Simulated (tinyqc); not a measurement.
Shallow acceptor in the spherical four-band model: one step. Ground state in the small basis. The numbers come from values chosen for the exercise (near those of a shallow acceptor in Si, where the small spin-orbit splitting and strong warping make this model rough).

S, rows f1, f2, g1, g2 and columns alike:
```
[[1.000000, 0.584994, 0, 0],
 [0.584994, 1.000000, 0, 0],
 [0, 0, 1.000000, 0.286212],
 [0, 0, 0.286212, 1.000000]]
```

H (Ry*), rows f1, f2, g1, g2 and columns alike:
```
[[-0.802264, -0.997659, -0.785715, -0.224881],
 [-0.997659, 2.633705, -1.351371, -4.721581],
 [-0.785715, -1.351371, 1.899526, 0.881862],
 [-0.224881, -4.721581, 0.881862, 15.390643]]
```

Question. Solve H u = E S u for the lowest level of the acceptor; the first half of the basis is L = 0 and the second L = 2. Give E, E without the f-g block, and the L = 2 weight u_g S_gg u_g with u S u = 1.

Give: E; E without coupling; L = 2 weight.

Answer.

E = -1.186 Ry*
E without coupling = -0.870 Ry*
L = 2 weight = 0.092

Without the coupling the exact value is -1, which this basis, tuned to the compact coupled state, misses by 0.130. The coupling to L = 2 takes the level to 1.19 times that exact value.

Computed by tinyqc, a small Python program: `OMP_NUM_THREADS=1 python tinyqc.py 1251568 1251569 out.jsonl` (the numbers bound the seed that draws the inputs); one thread of a shared host (Intel(R) Xeon(R) Processor @ 2.30GHz), about 0.08 s for the whole set of steps.
